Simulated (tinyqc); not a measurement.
Inversion-layer mobility, back-scattering and ballistic limit of a field-effect transistor: one step, computed by the program tinyqc.

The charge at the top of the source barrier is fixed by the gate; series resistance and short-channel effects are left out. F_j are Fermi integrals normalised to exp(eta) in the classical limit.

Question. Effective mobility. mu_phonon = mu_ph (E_eff/1 MV/cm)^(-0.3) (T/300 K)^(-1.75); mu_rough = mu_sr (E_eff/1 MV/cm)^(-2); mu_Coulomb = mu_C (N_inv/1e12 cm^-2) (T/300 K); Matthiessen's rule adds 1/mu.

Inputs (values chosen for the exercise, modelled on a 4H-SiC n-channel):
```
quantity                                     value        unit
phonon mobility at 1 MV/cm and 300 K, mu_ph     99  cm^2/(V s)
roughness mobility at 1 MV/cm, mu_sr            51  cm^2/(V s)
Coulomb mobility at N_inv = 1e12/cm^2, mu_C     39  cm^2/(V s)
temperature T                                  300           K
```

Statistics at the top of the barrier: Fermi-Dirac.

inversion density N_inv = 2.617121e+12 1/cm^2

effective field E_eff = 0.4064055 MV/cm

Give: phonon part; roughness part; Coulomb part; effective mobility mu.

Answer.

phonon part = 129.70 cm^2/(V s)

roughness part = 308.78 cm^2/(V s)

Coulomb part = 102.07 cm^2/(V s)

effective mobility mu = 48.202 cm^2/(V s)

The Coulomb part is the lowest and holds 47 % of 1/mu.
